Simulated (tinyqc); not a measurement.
X-ray photoelectron analysis of a thin oxide on a semiconductor: attenuation lengths, thickness, angle series and band offsets: one step, computed by the program tinyqc. Command: `OMP_NUM_THREADS=1 python tinyqc.py 3112047 3112048 out.jsonl xps walk`. One thread of a shared host (Intel(R) Xeon(R) Processor @ 2.30GHz), about 0.01 s of CPU time with the checks.

The same element is seen in the oxide and in the substrate, at nearly the same kinetic energy; films are flat and uniform, and the work function is ignored.

Problem. Peak ratio. R_0 = (rho_o/M_o) L_o/((rho_s/M_s) L_s); peak ratio R = I_ox/I_sub = R_0 [exp(d/(L_o cos theta)) - 1]; hence d = L_o cos theta ln(1 + R/R_0). A carbon layer weakens both peaks alike, by exp(-d_C/(L_o cos theta)) if its L is taken equal to L_o. This R_0 leaves out intrinsic losses from the substrate peak, so calibrated values can be larger.

Inputs (values chosen for the exercise, modelled on SiO2 on silicon): oxide density = 2.19 g/cm^3; oxide formula mass = 60.08 g/mol; substrate density = 2.33 g/cm^3; substrate formula mass = 28.09 g/mol; oxide thickness d = 3.3 nm; emission angle from the normal = 15 degrees; carbon overlayer = 0.48 nm.

L in the oxide = 2.912188 nm

L in the substrate = 2.296634 nm

Give: R_0; d/(L_o cos theta); ratio R; oxide share of the counts; attenuation by carbon; depth 3 L_o cos theta.

Solution.

R_0 = 0.5572

d/(L_o cos theta) = 1.173

ratio R = 1.244

oxide share of the counts = 0.5543

attenuation by carbon = 0.8431

depth 3 L_o cos theta = 8.439 nm
